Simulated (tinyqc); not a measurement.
Tunnelling through a gate dielectric with the two-band (Franz) dispersion, WKB transmission and Tsu-Esaki current: current against voltage.

Electrons leave the emitter at x = 0. Energies E (motion across the layers) are in eV from the emitter Fermi level; the collector Fermi level lies at -V and offers states at every E. No charge in the dielectric and no image force: F1 = V/t1, U = phi1 - F1 x. With C = hbar^2/(2 m0), kappa = sqrt(m u (1 - u/Egx)/C), u = U - E where U > E and 0 elsewhere; T(E) = exp(-S), S = 2 times the integral of kappa over x.

Each layer adds (2/F) sqrt(m/C) [G(u at its left edge) - G(u at its right edge)] to S, with u = U - E (0 where negative) and G(u) = Egx^1.5 (th - sin(4 th)/4)/4, th = arcsin sqrt(u/Egx). J = J0 times the integral of T(E) N(E) dE, N = ln[(1 + exp(-E/Vt))/(1 + exp((-E - V)/Vt))], J0 = q^2 me m0 kB T/(2 pi^2 hbar^3) (times 1e-4 for A/cm^2 per eV), from E = -Ef to far above the barrier (T = 1 there), by quadrature converged to the digits shown.

Parameters, values chosen for the exercise; dielectric values close to those of silicon dioxide: temperature T = 200 K; Fermi energy of the emitter above its band bottom Ef = 0.44 eV; emitter mass in the supply function me = 0.81 m0; barrier of layer 1 above the emitter Fermi level at zero bias phi1 = 3.18 eV; tunnelling mass of layer 1 m1 = 0.51 m0; thickness of layer 1 t1 = 1.1 nm; gap parameter of the two-band dispersion, set freely Egx = 7.7 eV.

Constants: q = 1.602176634e-19 C, kB = 1.380649e-23 J/K, hbar = 1.054571817e-34 J s, m0 = 9.1093837015e-31 kg, Vt = kB T/q, hbar^2/(2 m0) = 0.0380998212 eV nm^2. Results are converted to the units shown.

Results:

| V (V) | S at E = 0 | T(E = 0) | J (A/cm^2) | mean E of the current (eV) |
|---|---|---|---|---|
| 0.2 | 10.94 | 1.772e-5 | 1.397e4 | -0.2589 |
| 0.39 | 10.88 | 1.889e-5 | 2.027e4 | -0.2844 |
| 0.57 | 10.81 | 2.025e-5 | 2.164e4 | -0.2858 |
| 0.95 | 10.63 | 2.419e-5 | 2.470e4 | -0.2839 |
| 1.14 | 10.52 | 2.688e-5 | 2.679e4 | -0.2830 |
| 1.32 | 10.41 | 3.003e-5 | 2.924e4 | -0.2820 |
| 1.51 | 10.28 | 3.417e-5 | 3.241e4 | -0.2810 |
| 1.7 | 10.14 | 3.941e-5 | 3.637e4 | -0.2799 |

Estimate the missing row, V = 0.76 V.

Computed row:

| V (V) | S at E = 0 | T(E = 0) | J (A/cm^2) | mean E of the current (eV) |
|---|---|---|---|---|
| 0.76 | 10.72 | 2.201e-5 | 2.300e4 | -0.2849 |

With this row back in the table: J rises from 14000 to 36400 A/cm^2, by 0.851 decades a volt between the first two rows and 0.263 between the last two. In every row the band edge stays above E = 0, so all is direct tunnelling at the Fermi level. In 4 of the 9 rows the field exceeds 10 MV/cm (up to 15.5), more than most dielectrics sustain; the model ignores breakdown.

tinyqc, about 0.03 s, one thread, Intel Xeon 2.30GHz (shared host): `OMP_NUM_THREADS=1 python tinyqc.py 2540119 2540120 out.jsonl`
